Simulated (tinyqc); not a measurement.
Comparisons within one model: thresholds of impact ionisation and Auger recombination from band masses. A value that a table varies takes the place of the one given here.

Parabolic bands, no phonon. At threshold the three slow carriers share one velocity. With M their total mass and m4 the mass of the fast carrier, the fast carrier has the kinetic energy E_T = G M/(M - m4) and the slow ones together E_a = G m4/(M - m4), the activation energy of the Auger rate. CCCH (fast electron): G = Eg, M = 2 me + mh, m4 = me. CHHS (hole into the split-off band): G = Eg - Dso, M = 2 mh + me, m4 = ms; this form holds for Eg > Dso (below, the process needs about Dso - Eg and is marked by a dash). CHHL (hole into the light band): G = Eg, M = 2 mh + me, m4 = ml. CHHH (fast heavy hole): G = Eg, M = 2 mh + me, m4 = mh.

Non-parabolic fast electron: E (1 + alpha E) = c k^2/me with alpha = (1 - me)^2/Eg; the slow carriers stay parabolic, so E_T = Eg + me E_T (1 + alpha E_T)/M, M = 2 me + mh (the root between Eg and 1.9 Eg).

Constants: kB = 8.617333262e-05 eV/K; hc = 1239.841984 eV nm.

Values chosen for the exercise (near those of InSb, gap at low temperature and not tied to T; not measured data):

| symbol | value | unit | meaning |
|---|---|---|---|
| Eg | 0.231 | eV | gap at Gamma to the s-like level |
| Dso | 0.805 | eV | spin-orbit splitting |
| me | 0.0138 | m0 | electron mass at Gamma |
| mh | 0.43 | m0 | heavy-hole mass |
| ms | 0.105 | m0 | split-off mass |
| ml | 0.0151 | m0 | light-hole mass |
| T | 300 | K | temperature |

## The gap of an alloy series

Eg is varied with me and ml proportional to it; mh, ms and Dso are kept. E_a of three processes; wavelength hc/Eg.

Results:

| Eg (eV) | wavelength (micrometre) | me | CCCH (meV) | CCCH non-parabolic (meV) | CHHS (meV) | CHHL (meV) | log10 exp(-E_a/kT), non-parabolic |
|---|---|---|---|---|---|---|---|
| 0.069 | 17.97 | 0.0041 | 0.7 | 1.3 | - | 0.4 | -0.02 |
| 0.116 | 10.69 | 0.0069 | 1.8 | 3.8 | - | 1.0 | -0.06 |
| 0.173 | 7.17 | 0.0103 | 4.1 | 8.4 | - | 2.3 | -0.14 |
| 0.231 | 5.37 | 0.0138 | 7.2 | 15.1 | - | 4.1 | -0.25 |
| 0.289 | 4.29 | 0.0173 | 11.2 | 23.8 | - | 6.4 | -0.40 |
| 0.370 | 3.35 | 0.0221 | 18.1 | 39.3 | - | 10.4 | -0.66 |
| 0.462 | 2.68 | 0.0276 | 27.9 | 61.7 | - | 16.3 | -1.04 |

E_a of CCCH goes nearly as Eg^2 (power 1.97 over the table), as both G and me grow; the non-parabolic value goes with the power 2.02, and its Boltzmann factor spans 1.0 decades; rows with E_a far above kT are formal, since phonon-assisted processes and side valleys rule there. All rows have Eg below Dso = 0.805 eV; the nearest is 0.34 eV from the CHHS resonance.

## The mass ratio

mu = me/mh is varied; thresholds in units of Eg for ionisation started by an electron, (1 + 2 mu)/(1 + mu), and by a heavy hole, (2 + mu)/(1 + mu).

Results:

| mu | electron (Eg) | hole (Eg) | electron (eV) | hole (eV) |
|---|---|---|---|---|
| 0.032 | 1.0310 | 1.9690 | 0.238 | 0.455 |
| 0.068 | 1.0637 | 1.9363 | 0.246 | 0.447 |
| 1.000 | 1.5000 | 1.5000 | 0.346 | 0.346 |
| 1.100 | 1.5238 | 1.4762 | 0.352 | 0.341 |
| 1.900 | 1.6552 | 1.3448 | 0.382 | 0.311 |
| 2.000 | 1.6667 | 1.3333 | 0.385 | 0.308 |
| 2.100 | 1.6774 | 1.3226 | 0.387 | 0.306 |

The two thresholds add up to 3 Eg in every row and are equal, 3/2 Eg, at mu = 1. The lighter carrier has the lower threshold; in the first row the two differ by 0.217 eV, which would favour one carrier in avalanche multiplication. Real ionisation rates depend on the whole band structure and can be nearly equal although the edge masses differ.

## What each parameter does

Activation energies. Each row changes one parameter from the base and keeps the others.

Results:

| case | CCCH (meV) | CCCH non-parabolic (meV) | CHHL (meV) |
|---|---|---|---|
| base | 7.18 | 15.11 | 4.06 |
| Eg = 0.2541 eV | 7.90 | 16.62 | 4.47 |
| Dso = 0.8855 eV | 7.18 | 15.11 | 4.06 |
| me = 0.0152 m0 | 7.89 | 16.68 | 4.06 |
| mh = 0.387 m0 | 7.95 | 16.86 | 4.51 |
| ms = 0.1155 m0 | 7.18 | 15.11 | 4.06 |
| ml = 0.0136 m0 | 7.18 | 15.11 | 3.65 |

The largest shifts from the base row, up to three for each result and ties (the steps differ in size, so this ranks the rows, not the parameters). CCCH (meV): mh +0.77, Eg +0.72, me +0.70; unchanged at the printed digits by Dso, ms and ml. CCCH non-parabolic (meV): mh +1.75, me +1.57, Eg +1.51; unchanged at the printed digits by Dso, ms and ml. CHHL (meV): mh +0.45, ml -0.41, Eg +0.41; unchanged at the printed digits by Dso, me and ms.

tinyqc: `OMP_NUM_THREADS=1 python tinyqc.py 1880617 1880618 out.jsonl`; about 0.01 s, one thread, shared Intel(R) Xeon(R) Processor @ 2.30GHz.
